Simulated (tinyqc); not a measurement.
Capacitance of parallel on-chip lines from Laplace's equation on a mesh: one step of the calculation.

Cross-section of an endless row of equal lines between two grounded planes; neighbours are driven in antiphase (+1 V and -1 V), so the plane midway between two lines is at 0 V. By symmetry one quarter is solved: x runs from the centre of a line (column 0, mirror) to that midplane (column 3, 0 V), y from the mid-height of the line (row 0, mirror) to the ground plane (row 4, 0 V). The line fills columns 0 to 1 and rows 0 to 2 at 1 V. Cells beside the line (below row 2) have e2, cells above have e1. Each link between nodes has the conductance g = mean permittivity of the two cells beside it (a cell beyond a mirror counts as 0), and the free nodes obey sum g (V_neighbour - V) = 0.

Question. Relaxation sweep. One sweep visits the free nodes row by row from row 0, left to right, and replaces V by V + om (weighted mean of the neighbours - V), using new values at once.

Parameters, values chosen for the exercise:

| symbol | value | unit | meaning |
|---|---|---|---|
| om | 1.2 |  | over-relaxation factor |

V after sweep 1 (V):
```
,col 0,col 1,col 2,col 3
row 0,1.0000000,1.0000000,0.3000000,0.0000000
row 1,1.0000000,1.0000000,0.3900000,0.0000000
row 2,1.0000000,1.0000000,0.4170000,0.0000000
row 3,0.3000000,0.3900000,0.2421000,0.0000000
row 4,0.0000000,0.0000000,0.0000000,0.0000000
```

gx:
```
,col 0,col 1,col 2
row 0,1.35,1.35,1.35
row 1,2.7,2.7,2.7
row 2,2.7,2.7,2.7
row 3,2.7,2.7,2.7
row 4,1.35,1.35,1.35
```

gy:
```
,col 0,col 1,col 2,col 3
row 0,1.35,2.7,2.7,1.35
row 1,1.35,2.7,2.7,1.35
row 2,1.35,2.7,2.7,1.35
row 3,1.35,2.7,2.7,1.35
```

Wanted: V after sweep 2.

Answer.

V after sweep 2 (V):
```
,col 0,col 1,col 2,col 3
row 0,1.000,1.000,0.474,0.000
row 1,1.000,1.000,0.489,0.000
row 2,1.000,1.000,0.436,0.000
row 3,0.474,0.437,0.213,0.000
row 4,0.000,0.000,0.000,0.000
```

tinyqc, about 1 s, one thread, Intel Xeon 2.30GHz (shared host): `OMP_NUM_THREADS=1 python tinyqc.py 2790211 2790212 out.jsonl`
